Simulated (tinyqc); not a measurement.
# Strained Delta valleys, repopulation and conductivity mass: mobility against stress

A cubic crystal with three pairs of conduction valleys along x, y and z under uniaxial stress X along [100] (X > 0 is tension); current along [010]. Non-degenerate electrons, fixed total density, one relaxation time for all valleys and stresses, masses unchanged by strain, so the mobility goes as the mean inverse mass.

Stress s_ij = X a_i a_j with a the unit vector along [100]; strain e_ii = s11 s_ii + s12 (s_jj + s_kk), e_ij = s44 s_ij/2. Valley shift dE = Xu (n.e.n - trace(e)/3) with n the valley axis; share f proportional to exp(-dE/Vt). Inverse mass along the current d = [010]: (n.d)^2/ml + (1 - (n.d)^2)/mt; mu/mu0 = sum f (1/m) over the plain mean of 1/m. The linear estimate is 1 - pi X with pi the small-stress slope -d(mu/mu0)/dX.

Inputs (values chosen for the exercise); values close to those of silicon: temperature T = 300 K; compliance s11 = 7.68 1/TPa; compliance s12 = -2.11 1/TPa; compliance s44 = 12.5 1/TPa; shear deformation potential Xu = 9.08 eV; longitudinal mass ml = 0.885 m0; transverse mass mt = 0.195 m0.

Constants: q = 1.602176634e-19 C, kB = 1.380649e-23 J/K, Vt = kB T/q. Results are converted to the units shown.

Result of one run:
```
X (MPa)  splitting (meV)  largest share  mu/mu0  linear estimate
-1500             133.34        0.98862  1.3452           1.6037
```

What becomes of these results when the uniaxial stress (tension positive) X is changed from -1500 to -400 MPa, all else the same?

Result of the changed run:
```
X (MPa)  splitting (meV)  largest share  mu/mu0  linear estimate
-400              35.557        0.66425  1.1743           1.1610
```

The whole series:
```
X (MPa)  splitting (meV)  largest share  mu/mu0  linear estimate
-25               2.2223        0.35270  1.0102           1.0101
-50               4.4447        0.37257  1.0207           1.0201
-100              8.8893        0.41355  1.0423           1.0402
-200              17.779        0.49864  1.0871           1.0805
-400              35.557        0.66425  1.1743           1.1610
-700              62.225        0.84733  1.2707           1.2817
-1000             88.893        0.93965  1.3194           1.4025
-1500             133.34        0.98862  1.3452           1.6037
-2500             222.23        0.99963  1.3510           2.0062
```

The ratio mu/mu0 rises from 1.01 to 1.35; pi = 40.2e-11 1/Pa. The linear estimate of the change is 0.9863 times the computed change in the first row and 2.87 times it in the last: once the splitting is several Vt (Vt = 25.9 meV) the upper valleys are nearly empty and little is left to move. At X = -2500 MPa the stress passes 1.5 GPa, where intervalley scattering and masses change too.

Numbers from tinyqc (`OMP_NUM_THREADS=1 python tinyqc.py 2530084 2530085 out.jsonl`; about 0.01 s on one thread of a shared Intel Xeon 2.30GHz).
